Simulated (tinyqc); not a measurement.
Piezoresistors in the (001) plane of a cubic crystal: one step of the calculation.

Plane stress in crystal axes x = [100], y = [010]. First-order piezoresistance: d rho_xx/rho = p11 sxx + p12 syy, d rho_yy/rho = p12 sxx + p11 syy, d rho_xy/rho = p44 sxy; a resistor along d = (cos th, sin th) changes by dR/R = d.(d rho/rho).d. Changes of geometry and second-order terms are left out.

Question. Change of the resistivity tensor. As in the introduction.

Inputs (values chosen for the exercise); coefficients close to those of lightly doped n-type silicon:
- p11 = -105 x 1e-11/Pa (piezoresistive coefficient)
- p12 = 52.9 x 1e-11/Pa (piezoresistive coefficient)
- p44 = -12.8 x 1e-11/Pa (piezoresistive coefficient)
- Sx = 137 MPa (stress sxx)
- Sy = -149 MPa (stress syy)
- St = 75 MPa (shear stress sxy)

Wanted: d rho/rho.

Answer.

d rho/rho (%):
```
         x       y
x  -22.267  -0.960
y   -0.960  22.892
```

Computed by the program tinyqc: `OMP_NUM_THREADS=1 python tinyqc.py 2530004 2530005 out.jsonl`, one thread of a shared Intel Xeon 2.30GHz, about 0.01 s for the whole run.
